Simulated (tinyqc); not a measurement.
# p-n diode, drift-diffusion by the Gummel loop with Scharfetter-Gummel fluxes: two studies

Abrupt junction at x = 0, p side from -Lp, n side to Ln, ohmic contacts. psi is counted from the intrinsic level; n = ni exp((psi - phin)/Vt), p = ni exp((phip - psi)/Vt). Contacts: p side psi = V - Vt ln(Na/ni), p = Na, n = ni^2/Na; n side psi = Vt ln(Nd/ni), n = Nd, p = ni^2/Nd. Constant mobilities, D = mu Vt, Boltzmann statistics, SRH recombination through a mid-gap level, U = (n p - ni^2)/(tp (n + ni) + tn (p + ni)). Current is positive from the p contact to the n contact.

Parameters, values chosen for the exercise; band and dielectric values those of a made-up semiconductor:
- T = 275 K (temperature)
- Eg = 1.09 eV (band gap)
- eps_r = 9.96 (relative permittivity)
- Nc = 5.78e17 cm^-3 (conduction-band density of states at T)
- Nv = 1.13e19 cm^-3 (valence-band density of states at T)
- Na = 3.8e15 cm^-3 (acceptor density of the p side)
- Nd = 6.7e15 cm^-3 (donor density of the n side)
- mun = 3000 cm^2/(V s) (electron mobility)
- mup = 250 cm^2/(V s) (hole mobility)
- tn = 7e-7 s (SRH lifetime of electrons)
- tp = 2e-10 s (SRH lifetime of holes)
- Lp = 1.4 um (length of the p side)
- Ln = 4 um (length of the n side)
- G = 0 cm^-3 s^-1 (uniform generation rate)

Constants: q = 1.602176634e-19 C, kB = 1.380649e-23 J/K, Vt = kB T/q, eps0 = 8.8541878128e-14 F/cm where lengths are in cm. Results are converted to the units shown.

Each table varies one quantity; the others keep the values above.

## Current against voltage in the dark

ni = sqrt(Nc Nv) exp(-Eg/(2 Vt)), Eg in volts. Poisson and both continuity equations are solved self-consistently with Scharfetter-Gummel fluxes on a graded mesh of 500 nodes. J_scr is q times the integral of U between -xp and xn. Ideal diffusion current J_id = q ni^2 [Dn coth(wp/Le)/(Le Na) + Dp coth(wn/Lh)/(Lh Nd)] (exp(V/Vt) - 1), Le = sqrt(Dn tn), Lh = sqrt(Dp tp), wp = Lp - xp, wn = Ln - xn, with xp and xn from the depletion approximation (W = sqrt(2 eps0 eps_r (Vbi - V)(1/Na + 1/Nd)/q), xp = W Nd/(Na + Nd), xn = W Na/(Na + Nd), Vbi = Vt ln(Na Nd/ni^2)). Ideality factor = 0.004 V/(Vt ln[J(V + 0.004 V)/J(V)]). Here G = 0.

In this table G = 0 cm^-3 s^-1.

Current against voltage in the dark:
columns A: V (V); B: J (A/cm^2); C: ideality factor; D: J_scr/J (%); E: J_id (A/cm^2); F: share recombining at the contacts (%); G: larger minority/doping at -xp and xn
```
A           B     C       D        E     F         G
0.16  1.19e-7  1.44    98.4  1.92e-9  1.39  6.43e-12
0.22  6.21e-7  1.62    96.2  2.38e-8  3.30  8.04e-11
0.29  3.75e-6  1.62    88.2  4.49e-7  10.3   1.53e-9
0.36  2.58e-5  1.41    67.7  8.46e-6  28.0   2.91e-8
0.42  1.78e-4  1.21    42.0  1.05e-4  50.1   3.62e-7
0.49  0.00236  1.09    17.9  0.00197  70.8   6.85e-6
0.55   0.0255  1.05    6.67   0.0244  80.5   8.46e-5
0.62    0.433  1.05    1.02    0.456  88.0   0.00156
0.69     7.02  1.09  0.0831     8.51  95.3    0.0262
```

What does the comparison show?

J rises from 1.19e-7 to 7.02 A/cm^2; the ideality factor moves up and down between 1.05 and 1.62. Recombination in the depleted layer carries over half of the current up to V = 0.36 V, where the factor is 1.41; it grows roughly as exp(V/2 Vt), so diffusion overtakes it. Where the factor is lowest (V = 0.55 V), J is 4.9 % above the ideal diffusion current.

## Effect of the donor density of the n side at fixed bias

Same model as above.

In this table V = 0.51 V.

Effect of the donor density of the n side at fixed bias:
columns A: Nd (cm^-3); B: J (A/cm^2); C: ideality factor; D: J_scr/J (%); E: J_id (A/cm^2); F: share recombining at the contacts (%); G: larger minority/doping at -xp and xn
```
A             B     C     D        E     F        G
6.7e15  0.00517  1.07  13.3  0.00456  74.7  1.58e-5
1.2e16  0.00479  1.05  10.2  0.00437  82.4  1.57e-5
2.3e16  0.00460  1.05  8.48  0.00429  87.5  1.55e-5
4.2e16  0.00455  1.05  8.10  0.00426  89.6  1.54e-5
7.8e16  0.00454  1.05  8.02  0.00426  90.8  1.53e-5
1.4e17  0.00454  1.05  8.00  0.00428  91.3  1.51e-5
```

What does the comparison show?

As Nd rises from 6.7e15 to 1.4e17, J goes from 0.005169 through a minimum of 0.004536 (at Nd = 7.8e16 among the rows listed) to 0.004540 A/cm^2, the share of the depleted layer falls from 13.3 to 8.00 % and the share lost at the contacts rises from 74.7 to 91.3 %. The exponent d ln J/d ln Nd is -0.13 between the first two rows and 0.00 between the last two. J less J_scr is 2.3 % below J_id in the last row.

Program tinyqc, `OMP_NUM_THREADS=1 python tinyqc.py 2240125 2240126 out.jsonl`; Intel Xeon 2.30GHz, shared host, one thread, about 0.2 s.
